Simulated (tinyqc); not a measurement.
Interdiffusion in a binary couple: Darken equations, Kirkendall shift and Boltzmann-Matano analysis: one step, computed by the program tinyqc. Command: `OMP_NUM_THREADS=1 python tinyqc.py 3025618 3025619 out.jsonl darken walk`. One thread of a shared host (Intel(R) Xeon(R) Processor @ 2.30GHz), about 0.04 s of CPU time with the checks.

x is the mole fraction of B; the molar volume is constant, and the two halves are long enough to count as infinite.

Task: Diffusivities at one composition. D*_i(x) = D*_i(0) exp(k x); thermodynamic factor Phi = 1 - 2 W x (1 - x)/(k_B T); with f0 = 0.7815, M0 = 2 f0/(1 - f0), den = M0 ((1 - x) D*_A + x D*_B): D_A = D*_A Phi [1 + 2 (1 - x)(D*_A - D*_B)/den], D_B = D*_B Phi [1 - 2 x (D*_A - D*_B)/den]; interdiffusion D~ = x D_A + (1 - x) D_B.

Inputs (values chosen for the exercise, for a model alloy A-B):
```
quantity                            value   unit
tracer diffusivity D*_A(0)        6.1e-16  m^2/s
tracer diffusivity D*_B(0)        3.5e-16  m^2/s
slope k of ln D* with x              0.31      -
regular-solution parameter W        -0.09     eV
temperature T                         986      K
composition x for the local step    0.093      -
```

Vacancy-wind correction: Manning, fcc.

Constants: k_B = 8.617333262e-05 eV/K.

Give: thermodynamic factor Phi; intrinsic D_A; intrinsic D_B; interdiffusion coefficient D~ at the local x.

Result:

thermodynamic factor Phi = 1.1787

intrinsic D_A = 8.2332e-16 m^2/s

intrinsic D_B = 4.1971e-16 m^2/s

interdiffusion coefficient D~ at the local x = 4.5725e-16 m^2/s

A negative W (tendency to order or compound) speeds mixing: Phi is above 1.
